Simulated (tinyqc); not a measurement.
# Illuminated p-n diode, drift-diffusion by the Gummel loop with Scharfetter-Gummel fluxes: effects of single changes

Abrupt junction at x = 0, p side from -Lp, n side to Ln, ohmic contacts. psi is counted from the intrinsic level; n = ni exp((psi - phin)/Vt), p = ni exp((phip - psi)/Vt). Contacts: p side psi = V - Vt ln(Na/ni), p = Na, n = ni^2/Na; n side psi = Vt ln(Nd/ni), n = Nd, p = ni^2/Nd. Constant mobilities, D = mu Vt, Boltzmann statistics, SRH recombination through a mid-gap level, U = (n p - ni^2)/(tp (n + ni) + tn (p + ni)). Current is positive from the p contact to the n contact.

Parameters, values chosen for the exercise; band and dielectric values those of a made-up semiconductor: temperature T = 300 K; band gap Eg = 1.8 eV; relative permittivity eps_r = 9.9; conduction-band density of states at T Nc = 3.96e17 cm^-3; valence-band density of states at T Nv = 7.55e18 cm^-3; acceptor density of the p side Na = 6.4e15 cm^-3; donor density of the n side Nd = 2.3e16 cm^-3; electron mobility mun = 6100 cm^2/(V s); hole mobility mup = 380 cm^2/(V s); SRH lifetime of electrons tn = 6e-9 s; SRH lifetime of holes tp = 6e-8 s; length of the p side Lp = 5.9 um; length of the n side Ln = 2.3 um; uniform generation rate G = 4e19 cm^-3 s^-1.

Constants: q = 1.602176634e-19 C, kB = 1.380649e-23 J/K, Vt = kB T/q, eps0 = 8.8541878128e-14 F/cm where lengths are in cm. Results are converted to the units shown.

Each table varies one quantity; the others keep the values above.

## Current against voltage in the dark

ni = sqrt(Nc Nv) exp(-Eg/(2 Vt)), Eg in volts. Poisson and both continuity equations are solved self-consistently with Scharfetter-Gummel fluxes on a graded mesh of 500 nodes. J_scr is q times the integral of U between -xp and xn. Ideal diffusion current J_id = q ni^2 [Dn coth(wp/Le)/(Le Na) + Dp coth(wn/Lh)/(Lh Nd)] (exp(V/Vt) - 1), Le = sqrt(Dn tn), Lh = sqrt(Dp tp), wp = Lp - xp, wn = Ln - xn, with xp and xn from the depletion approximation (W = sqrt(2 eps0 eps_r (Vbi - V)(1/Na + 1/Nd)/q), xp = W Nd/(Na + Nd), xn = W Na/(Na + Nd), Vbi = Vt ln(Na Nd/ni^2)). Ideality factor = 0.004 V/(Vt ln[J(V + 0.004 V)/J(V)]). Here G = 0.

In this table G = 0 cm^-3 s^-1.

Result of one run:
```
V (V)	J (A/cm^2)	ideality factor	J_scr/J (%)	J_id (A/cm^2)	share recombining at the contacts (%)	larger minority/doping at -xp and xn
0.45	8.16e-11	1.95	100	5.15e-16	5.43e-4	2.51e-18
```

What becomes of these results when the bias of the p contact V is changed from 0.45 to 0.87 V, all else the same?

Result of the changed run:
```
V (V)	J (A/cm^2)	ideality factor	J_scr/J (%)	J_id (A/cm^2)	share recombining at the contacts (%)	larger minority/doping at -xp and xn
0.87	3.77e-7	1.88	98.5	5.79e-9	1.31	2.78e-11
```

The whole series:
```
V (V)	J (A/cm^2)	ideality factor	J_scr/J (%)	J_id (A/cm^2)	share recombining at the contacts (%)	larger minority/doping at -xp and xn
0.31	5.07e-12	1.95	100	2.30e-18	3.91e-5	1.12e-20
0.45	8.16e-11	1.95	100	5.15e-16	5.43e-4	2.51e-18
0.59	1.33e-9	1.94	100	1.15e-13	0.00747	5.60e-16
0.73	2.20e-8	1.92	99.9	2.58e-11	0.101	1.25e-13
0.87	3.77e-7	1.88	98.5	5.79e-9	1.31	2.78e-11
1.01	7.85e-6	1.63	83.5	1.29e-6	14.1	6.17e-9
1.15	4.16e-4	1.15	30.4	2.90e-4	59.4	1.36e-6
1.29	0.0674	1.02	4.35	0.0647	81.6	2.93e-4
1.43	13.0	1.10	0.399	14.4	87.7	0.0513
```

J rises from 5.07e-12 to 13.0 A/cm^2; the ideality factor goes from 1.95 through a minimum of 1.02 (at V = 1.29 V among the rows listed) to 1.10. Recombination in the depleted layer carries over half of the current up to V = 1.01 V, where the factor is 1.63; it grows roughly as exp(V/2 Vt), so diffusion overtakes it. Where the factor is lowest (V = 1.29 V), J is 4.2 % above the ideal diffusion current.

## Solar-cell figures against the SRH lifetime of electrons

Jsc = -J(0), collected share Jsc/(q G (Lp + Ln)), estimate q G [W + Le tanh(wp/2 Le) + Lh tanh(wn/2 Lh)] at V = 0 with Le = sqrt(Dn tn), Lh = sqrt(Dp tp), W, wp = Lp - xp and wn = Ln - xn from the depletion approximation; J(Voc) = 0; Vmp maximises -J V; FF = Pmax/(Jsc Voc).

Solar-cell figures against the SRH lifetime of electrons:
```
tn (s)	Jsc (mA/cm^2)	collected share (%)	estimate of Jsc (mA/cm^2)	Voc (V)	Vmp (V)	FF	Pmax (mW/cm^2)
1e-10	1.84	35.0	1.85	1.14	1.01	0.790	1.65
1e-9	2.57	49.0	2.58	1.19	1.07	0.835	2.55
1e-8	2.78	52.9	2.78	1.21	1.10	0.858	2.87
1e-7	2.80	53.3	2.81	1.21	1.11	0.866	2.93
1e-6	2.81	53.4	2.81	1.21	1.11	0.868	2.95
```

As tn rises from 1e-10 to 1e-6, the collected share rises from 35.0 to 53.4 %, Voc rises from 1.14 to 1.21 V and FF rises from 0.790 to 0.868. The estimate of Jsc is within 0.58 % in all rows.

Program tinyqc, `OMP_NUM_THREADS=1 python tinyqc.py 2240126 2240127 out.jsonl`; Intel Xeon 2.30GHz, shared host, one thread, about 1 s.
